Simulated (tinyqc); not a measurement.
Trap density from one capacitance.

Inverse problem. Traps spread evenly through the insulator exchange electrons with the semiconductor by tunnelling, with tau(x) = t0 exp(2 ka x) at depth x from the interface. The admittance per area Y seen at depth x obeys dY/dx = -Y^2/(i w eps0 eox) + q Nb ln(1 + i w tau)/tau, with Y(0) = i w Cs and w = 2 pi f; the gate sees Y(tox) = G + i w C. Working variable y = Y/(i w), in uF/cm^2. Cox = eps0 eox/tox. Find Nb and G/w.

Inputs (values chosen for the exercise):
```
symbol,value,unit,meaning
eox,8.73,,relative permittivity of the insulator
tox,4.4,nm,insulator thickness
Cs,2.4,uF/cm^2,semiconductor capacitance in accumulation
ka,6.5,1/nm,decay constant of the wave function in the insulator
t0,8e-10,s,time constant of a trap at the interface
f,1000,Hz,frequency
```

Constants: q = 1.602176634e-19 C, eps0 = 8.8541878128e-14 F/cm where lengths are in cm. Results are converted to the units shown.

C = 1.0631517 uF/cm^2

Answer. C rises steadily with Nb, so one density matches; in practice ka and t0 must come from the frequency dependence.

Nb = 1.30e19 cm^-3 eV^-1
G/w = 0.00720 uF/cm^2

tinyqc, about 0.3 s, one thread, Intel Xeon 2.30GHz (shared host): `OMP_NUM_THREADS=1 python tinyqc.py 2202040 2202041 out.jsonl`
